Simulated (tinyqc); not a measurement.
Changing the backscatter ratio eta: electron-beam lithography: double-Gaussian proximity function, edge placement and dose correction for parallel lines. Computed by tinyqc, a small Python program. Command: `OMP_NUM_THREADS=1 python tinyqc.py 3110952 3110953 out.jsonl proximity sweep`. One thread of a shared host (Intel(R) Xeon(R) Processor @ 2.30GHz), about 0.01 s of CPU time with the checks.

Lines are infinitely long. Absorbed energy is counted so that the middle of a very large area written at dose 1 receives 1; the resist develops where it exceeds 1/2.

Inputs (values chosen for the exercise, of the order of those for 30 keV electrons in resist on silicon):
```
quantity,value,unit
forward range alpha,0.013,micrometre
backscatter range beta,4.9,micrometre
base dose D0,64,microcoulomb/cm^2
width of the test line,0.085,micrometre
pattern density around the test line,0.48,-
```

line widths (micrometre): [0.81, 0.95, 0.039, 0.059]

gaps between the lines (micrometre): [0.089, 0.62, 0.13]

Method:
- The first line starts at x = 0; each next one starts after the width and the gap.
- f(r) = [exp(-r^2/alpha^2)/alpha^2 + eta exp(-r^2/beta^2)/beta^2]/(pi (1 + eta)). A line from a to b at dose d gives E(x) = d [S(alpha) + eta S(beta)]/(1 + eta), S(s) = [erf((b - x)/s) - erf((a - x)/s)]/2.
- M_ij is the mean of E at the two edges of line i from line j at dose 1.
- Uncorrected edge energies are M 1. Solve M d = 1/2 for the doses d that put the mean edge energy of every line at the threshold.
- A test line of width w << beta in surroundings of density rho, all at dose d: near its edge E(x) = d [S + eta rho]/(1 + eta), S = [erf((b - x)/alpha) - erf((a - x)/alpha)]/2 for edges a and b, the second term being the background energy. Dose to size d_s = (1 + eta)/(erf(w/alpha) + 2 eta rho), dose = d_s D0; edge slope d [1 - exp(-w^2/alpha^2)]/(sqrt(pi) alpha (1 + eta)); width change per 1 % of dose = 2 x 0.01 x (1/2)/slope.

One run for each value:
```
backscatter ratio eta,largest over smallest dose,dose to size d_s,width change per 1 % of dose (nm)
0.1,1.0038,1.0036,0.25254
0.3,1.0114,1.0093,0.29678
0.5,1.0190,1.0135,0.34102
0.7,1.0266,1.0167,0.38526
0.9,1.0342,1.0193,0.42950
1.1,1.0418,1.0214,0.47374
1.3,1.0494,1.0231,0.51798
1.5,1.0570,1.0246,0.56222
1.7,1.0647,1.0258,0.60646
```

Describe the trends.

Over the rows, largest over smallest dose rises from 1.00 to 1.06 (exponent d ln y / d ln x 0.0069 between the first rows and 0.057 between the last); dose to size d_s rises from 1.00 to 1.03 (exponent d ln y / d ln x 0.0051 between the first rows and 0.0097 between the last); width change per 1 % of dose (nm) rises from 0.253 to 0.606 (exponent d ln y / d ln x 0.15 between the first rows and 0.61 between the last).

Extremes, crossings and ranges named in words are read from the listed rows.
